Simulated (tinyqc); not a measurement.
What moves the results: Franz-Keldysh effect at a direct gap. A value that a table varies takes the place of the one given here.

Parabolic bands, vertical transitions, no excitons. For each hole band j: mr = me mj/(me + mj); joint density of states J_j(E) = (mr/c)^(3/2) sqrt(E - Eg)/(2 pi^2), both spins, c = hbar^2/2m0; averaged matrix element |e.p|^2 = m0 Ep/6; alpha_j(E) = 4 pi^2 alpha_f c Ep J_j/(3 nr E) in 1/angstrom (alpha_f the fine-structure constant, listed as alpha among the constants), times 1e8 for 1/cm.

In a field Fd (1 kV/cm = 1e-5 V/angstrom) the electro-optic energy of band j is th = (c (e Fd)^2/mr)^(1/3), and sqrt(E - Eg) in J_j is replaced by pi sqrt(th) [Ai'(b)^2 - b Ai(b)^2] with b = (Eg - E)/th; Ai is the Airy function.

Constants: hbar^2/2m0 = 3.80998211 eV angstrom^2; fine-structure constant alpha = 0.007297352564.

Parameters, chosen for this exercise (near those of GaAs; shifted at random, so the results belong to these values and not to a real crystal): Eg = 1.411 eV (direct gap); me = 0.0648 m0 (electron mass); mhh = 0.512 m0 (heavy-hole mass); mlh = 0.0838 m0 (light-hole mass); Ep = 24.7 eV (Kane energy); nr = 3.63 (refractive index); Fd = 20 kV/cm (uniform field); det = 25 meV (detuning below the gap).

## Spectrum around the gap

Absorption (1/cm):
```
E - Eg (eV)  alpha(0)  alpha(F)  change
-0.0346             0     1.243       1
-0.0277             0     5.463       5
-0.0208             0     21.69      22
-0.0138             0     77.97      78
-0.0069             0     240.3     240
0.0000              0     634.6     635
0.0069           2065      1406    -659
0.0138           2906      2553    -353
0.0208           3550      3749     200
0.0277           4077      4425     348
0.0346           4535      4547      13
0.0415           4943      4756    -186
0.0553           5652      5741      89
0.0692           6263      6283      20
```

At the gap alpha(F) = 635 1/cm; 27.7 meV below it 5.46 1/cm remain, the tail falling as exp(-(4/3) b^(3/2)). Among the energies listed the largest rise is 635 1/cm at E - Eg = 0.0 meV and the largest fall -659 1/cm at 6.9 meV. It changes sign between 0.0 and 6.9 meV, between 13.8 and 20.8 meV, between 34.6 and 41.5 meV and between 41.5 and 55.3 meV; th is 13.8 meV for heavy holes and 16.1 meV for light holes.

## Tail absorption against field

At E = Eg - det; the field takes the values listed. The last column is the length for 10 dB of loss.

Results:
```
Fd (kV/cm)  th heavy (meV)  b heavy  alpha (1/cm)  length (micrometre)
10                    8.72    2.868         0.310             7.43e+04
20                   13.84    1.807          9.49             2.43e+03
40                   21.97    1.138          70.2                  328
60                   28.78    0.869           154                  150
100                  40.46    0.618           322                 71.5
150                  53.02    0.472           505                 45.6
250                  74.53    0.335           792                 29.1
400                 101.95    0.245      1.11e+03                 20.8
```

alpha grows by 2.7 decades from 10 to 60 kV/cm and by a factor 1.40 over the last step, where the field grows by 1.6: the exponent (4/3) b^(3/2) goes as 1/Fd, so the gain is steep only while b > 1 (deep in the tail the light-hole pair, with its smaller b, carries most of it), that is up to 40 kV/cm of those listed. Values below about 10 1/cm lie under the Urbach and exciton tails of a real crystal, left out here.

## What moves the tail

At E = Eg - det. Each row changes one parameter from the base and keeps the others.

Results:
```
case             th heavy (meV)  alpha (1/cm)
base                     13.837         9.491
Fd = 26 kV/cm            16.482         22.90
det = 35 meV             13.837         1.138
me = 0.0745 m0           13.282         9.100
mlh = 0.1089 m0          13.837         9.366
Ep = 27.2 eV             13.837         10.45
nr = 3.81                13.837         9.042
```

The largest shifts from the base row, up to three for each result and ties (the steps differ in size, so this ranks the rows, not the parameters). th heavy (meV): Fd +2.645, me -0.555; unchanged at the printed digits by det, mlh, Ep and nr. alpha (1/cm): Fd +13.4, det -8.35, Ep +0.961.

Computed by tinyqc, a small Python program: `OMP_NUM_THREADS=1 python tinyqc.py 1680664 1680665 out.jsonl` (the numbers bound the seed that draws the inputs); one thread of a shared host (Intel(R) Xeon(R) Processor @ 2.30GHz), about 0.01 s for the whole set of steps.
